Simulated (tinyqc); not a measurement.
MOS inversion layer, Poisson-Schroedinger loop: two steps of the calculation.

Electrons confined at an insulator interface at z = 0, treated as a hard wall; parabolic valleys, Hartree approximation, no image or exchange terms. The depletion charge lies far deeper than the electrons and gives a uniform field q Nd/(eps0 eps_r); the gate balances all charge. Energies are counted from the band edge at the interface.

Parameters, values chosen for the exercise; masses and permittivity close to those of silicon (100):
```
symbol   value   unit                                     meaning
T          400      K                                 temperature
mz1      0.913     m0  mass along z of valley set A (2 valley(s))
md1      0.187     m0    in-plane density-of-states mass of set A
mz2       0.19     m0  mass along z of valley set B (4 valley(s))
md2       0.42     m0    in-plane density-of-states mass of set B
Ns      5.4e12  cm^-2                  sheet density of electrons
dE           0     eV               extra shift of set B (strain)
hz        0.67     nm                                   mesh step
```

Constants: q = 1.602176634e-19 C, kB = 1.380649e-23 J/K, hbar = 1.054571817e-34 J s, m0 = 9.1093837015e-31 kg, Vt = kB T/q, hbar^2/(2 m0) = 0.0380998212 eV nm^2. Results are converted to the units shown.

Problem 1. Fermi level and occupations. Level k holds N_k = D_k Vt ln(1 + exp((EF - E_k)/Vt)) with D = 2 md1 m0 q/(pi hbar^2) for the set A, D = 4 md2 m0 q/(pi hbar^2) for the set B per eV (spin included); EF is fixed by sum N_k = Ns.

levels (eV): A1 0.07391266, A2 0.12774830, B1 0.12582916, B2 0.21924323

Wanted: EF; N_k.

Solution 1.

EF = 0.04972 eV
N_k (cm^-2): A1 2.168e12, A2 5.327e11, B1 2.523e12, B2 1.763e11

Problem 2. Levels and probability densities. Tridiagonal Hamiltonian with psi = 0 one step beyond both ends: H_ii = C (1/m_(i-1/2) + 1/m_(i+1/2))/hz^2 + V0_i + U_i (+ dE for the set B), H_(i,i+1) = -C/(m_(i+1/2) hz^2), C = hbar^2/(2 m0). The lowest 2 level(s) of each valley set are kept, normalised to hz sum |psi|^2 = 1. The mass is the same on all intervals.

```
node  fixed potential V0 (eV)  U after round 1 (eV)
1                  0.01881269            0.02821904
2                  0.03762539            0.05346525
3                  0.05643808            0.07277037
4                  0.07525077            0.08631994
5                  0.09406347            0.09518157
6                  0.11287616            0.10052275
7                  0.13168886            0.10355171
8                  0.15050155            0.10522763
9                  0.16931424            0.10614767
10                 0.18812694            0.10664393
11                 0.20693963            0.10690163
12                 0.22575232            0.10702816
13                 0.24456502            0.10708616
14                 0.26337771            0.10711068
15                 0.28219040            0.10712009
16                 0.30100310            0.10712325
17                 0.31981579            0.10712410
18                 0.33862848            0.10712424
```

Find: levels; |psi|^2 of A1; |psi|^2 of A2; |psi|^2 of B1; |psi|^2 of B2.

Solution 2.

levels (eV): A1 0.1298, A2 0.2066, B1 0.2062, B2 0.3137

```
node  |psi|^2 of A1 (1/nm)  |psi|^2 of A2 (1/nm)  |psi|^2 of B1 (1/nm)  |psi|^2 of B2 (1/nm)
1                   0.4975                0.3082                0.0991                0.0716
2                   0.6124                0.0249                0.2678                0.1410
3                   0.2849                0.1898                0.3443                0.0877
4                   0.0792                0.4442                0.3078                0.0089
5                   0.0157                0.3304                0.2184                0.0194
6                   0.0024                0.1415                0.1312                0.1117
7                   0.0003                0.0421                0.0690                0.2063
8                   0.0000                0.0095                0.0325                0.2444
9                   0.0000                0.0017                0.0139                0.2212
10                  0.0000                0.0003                0.0055                0.1649
11                  0.0000                0.0000                0.0020                0.1053
12                  0.0000                0.0000                0.0007                0.0591
13                  0.0000                0.0000                0.0002                0.0296
14                  0.0000                0.0000                0.0001                0.0133
15                  0.0000                0.0000                0.0000                0.0054
16                  0.0000                0.0000                0.0000                0.0020
17                  0.0000                0.0000                0.0000                0.0006
18                  0.0000                0.0000                0.0000                0.0001
```

Program tinyqc, `OMP_NUM_THREADS=1 python tinyqc.py 2160123 2160124 out.jsonl`; Intel Xeon 2.30GHz, shared host, one thread, about 1 s.
